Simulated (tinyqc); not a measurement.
Worked calculation: Hubbard ring of 4 sites. Computed by tinyqc, a small Python program that keeps every step. Settings: hopping = 1.0, U = 8.7, mixing = 1, iteration cap = 66. Command: `OMP_NUM_THREADS=1 python tinyqc.py 24783 24784 out.jsonl` (the two numbers bound the seeds that draw the settings). One thread of a shared host (Intel(R) Xeon(R) Processor @ 2.60GHz), about 0.2 s of CPU time with the checks. Later iterations appear only in the table of the cycle.

## Mean-field iteration 1

one-body matrix (hopping and site energies) (eV), order 1, 2, 3, 4:
$$\begin{pmatrix}
0.00000 & -1.00000 & 0.00000 & -1.00000 \\
-1.00000 & 0.00000 & -1.00000 & 0.00000 \\
0.00000 & -1.00000 & 0.00000 & -1.00000 \\
-1.00000 & 0.00000 & -1.00000 & 0.00000
\end{pmatrix}$$

U = 8.70000 eV

electrons, up and down: [2, 2]

mixing = 1

n(up) at the start (a guess, not normalised): 1 0.55000, 2 0.45000, 3 0.55000, 4 0.45000

n(down) at the start (a guess): 1 0.45000, 2 0.55000, 3 0.45000, 4 0.55000

H(up) = T + U n(down), H(down) = T + U n(up); fill the lowest levels; n(new) = n + mixing (n(out) - n); E = tr T (rho up + rho down) + U sum n_up n_down of the output.

levels, up (eV): [2.30324, 3.91500, 4.78500, 6.39676]

levels, down (eV): [2.30324, 3.91500, 4.78500, 6.39676]

energy = 1.59363 eV

n(up) after iteration 1: 1 0.80313, 2 0.19687, 3 0.80313, 4 0.19687

n(down) after iteration 1: 1 0.19687, 2 0.80313, 3 0.19687, 4 0.80313

## Mean-field iteration 2

As before.

levels, up (eV): [1.04015, 1.71274, 6.98726, 7.65985]

levels, down (eV): [1.04015, 1.71274, 6.98726, 7.65985]

energy = -0.73891 eV

n(up) after iteration 2: 1 0.94920, 2 0.05080, 3 0.94920, 4 0.05080

n(down) after iteration 2: 1 0.05080, 2 0.94920, 3 0.05080, 4 0.94920

## Mean-field iteration 3

As before.

levels, up (eV): [-0.04006, 0.44198, 8.25802, 8.74006]

levels, down (eV): [-0.04006, 0.44198, 8.25802, 8.74006]

energy = -0.89324 eV

n(up) after iteration 3: 1 0.97255, 2 0.02745, 3 0.97255, 4 0.02745

n(down) after iteration 3: 1 0.02745, 2 0.97255, 3 0.02745, 4 0.97255

## Convergence

Each step fills the lowest levels of T + U n(other spin) and sets n(new) = n + mixing (n(out) - n); stop when output and input agree to 1e-8.

Course of the cycle:
```
iteration      E (eV)  largest |n(out) - n(in)|  mean |n_up - n_down|
1           1.5936291                  2.53e-01               0.60627
2          -0.7389125                  1.46e-01               0.89839
3          -0.8932406                  2.34e-02               0.94510
4          -0.8952923                  2.26e-03               0.94962
5          -0.8953098                  2.05e-04               0.95003
6          -0.8953100                  1.84e-05               0.95006
7          -0.8953100                  1.65e-06               0.95007
8          -0.8953100                  1.49e-07               0.95007
9          -0.8953100                  1.34e-08               0.95007
10         -0.8953100                  1.20e-09               0.95007
```

local moments n_up - n_down: 1 0.95007, 2 -0.95007, 3 0.95007, 4 -0.95007

Converged in 10 iterations. Before convergence this energy mixes input and output and is not variational, so it may rise towards its limit.

## Exact diagonalisation (36 states)

Lowest levels of the sector, and the double occupancy of the lowest state.

lowest levels (eV): [-1.23458, -0.91127, -0.47064, -0.43774, -0.43774, 0.00000]

double occupancy per site = 0.02879

The mean-field solution above lies 0.3393 eV above the exact energy.

## The lowest level by Lanczos steps

From a random start vector (not printed): a_j = <q_j|H|q_j>, b_j = norm of the remainder after orthogonalising; the Ritz value is the lowest eigenvalue of the tridiagonal matrix of a and b so far.

Lanczos:
```
j   a_j (eV)  b_j (eV)  lowest Ritz value (eV)
1    8.23168   4.42291               8.2316846
2    8.76844   7.73478               4.0690152
3    8.22032   3.25631              -0.4184446
4    8.26457   2.77009              -0.8941751
5    6.06876   6.48141              -0.9580628
6    9.85457   5.61148              -1.0540624
7   10.36630   2.26190              -1.1756623
8    7.22252   5.04648              -1.1897830
9    8.95374   6.92221              -1.1967020
10   8.58687   3.61316              -1.2138635
```
